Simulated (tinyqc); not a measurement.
Changing the frequency f: longitudinal sound in a periodic multilayer: transfer matrices, stop bands and folded phonons. Computed by tinyqc, a small Python program. Command: `OMP_NUM_THREADS=1 python tinyqc.py 3000965 3000966 out.jsonl multilayer sweep`. One thread of a shared host (Intel(R) Xeon(R) Processor @ 2.30GHz), about 0.02 s of CPU time with the checks.

Layers 1 and 2 repeat with period d = d_1 + d_2; waves travel normal to the layers, without loss. State vector (u, s): displacement u and stress divided by omega. Impedances Z = rho v are in 1e6 kg/(m^2 s).

Inputs (values chosen for the exercise, modelled on silica (layer 1), platinum (layer 2) and silicon (substrate)):

| quantity | value | unit |
|---|---|---|
| density rho_1 | 2.23 | g/cm^3 |
| velocity v_1 | 5910 | m/s |
| thickness d_1 | 2.65 | nm |
| density rho_2 | 21.6 | g/cm^3 |
| velocity v_2 | 4100 | m/s |
| thickness d_2 | 4.61 | nm |
| substrate density | 2.37 | g/cm^3 |
| substrate velocity | 8550 | m/s |
| periods N | 2 | - |

Method:
- Z = rho v; interface reflection r = (Z_2 - Z_1)/(Z_2 + Z_1) (stress amplitude, from 1 into 2); Bragg frequency f_B = 1/[2 (d_1/v_1 + d_2/v_2)]; long-wave velocity v_eff = d/sqrt[(d_1/v_1)^2 + (d_2/v_2)^2 + (Z_1/Z_2 + Z_2/Z_1)(d_1/v_1)(d_2/v_2)].
- A layer maps (u, s) by [[cos p, sin p/Z], [-Z sin p, cos p]], p = 2 pi f d_i/v_i; one period is M = M_2 M_1, and cos(q d) = trace(M)/2.
- For N periods A = M^N. A wave comes from a thick layer of material 1 and leaves into the substrate (Z_s): transmitted power T = 4 Z_1 Z_s/|Z_1 A_22 + Z_s A_11 - i (Z_1 Z_s A_12 - A_21)|^2, reflected power R = 1 - T.

One run for each value:

| frequency f (GHz) | trace(M)/2 | transmitted power T | T in decibel (dB) |
|---|---|---|---|
| 63.6 | 0.6205 | 0.34679 | -4.599 |
| 117.0 | -0.1768 | 0.61349 | -2.122 |
| 171.0 | -1.1733 | 0.02835 | -15.474 |
| 225.0 | -2.0488 | 0.00842 | -20.747 |
| 279.0 | -2.5132 | 0.00660 | -21.807 |
| 333.0 | -2.3821 | 0.01208 | -19.180 |
| 386.0 | -1.6503 | 0.06762 | -11.699 |
| 440.0 | -0.4325 | 0.91575 | -0.382 |
| 494.0 | 0.9863 | 0.19616 | -7.074 |
| 548.0 | 2.2690 | 0.01476 | -18.309 |
| 602.0 | 3.1094 | 0.00454 | -23.434 |
| 655.0 | 3.3167 | 0.00325 | -24.879 |
| 709.0 | 2.8689 | 0.00469 | -23.288 |
| 763.0 | 1.8958 | 0.01563 | -18.060 |

What does the table show, and why?

Over the rows, trace(M)/2 lies between -2.51 and 3.32 without a single trend. Rows with |trace/2| > 1 lie in stop bands: 10 of 14; the smallest T, 0.0033, falls at 655 GHz.

Caution (all rows): at these frequencies damping, strong in glasses, and rough interfaces, both left out here, can weaken the stop bands; layers only a few atoms thick are also beyond continuum acoustics.

Extremes, crossings and ranges named in words are read from the listed rows.
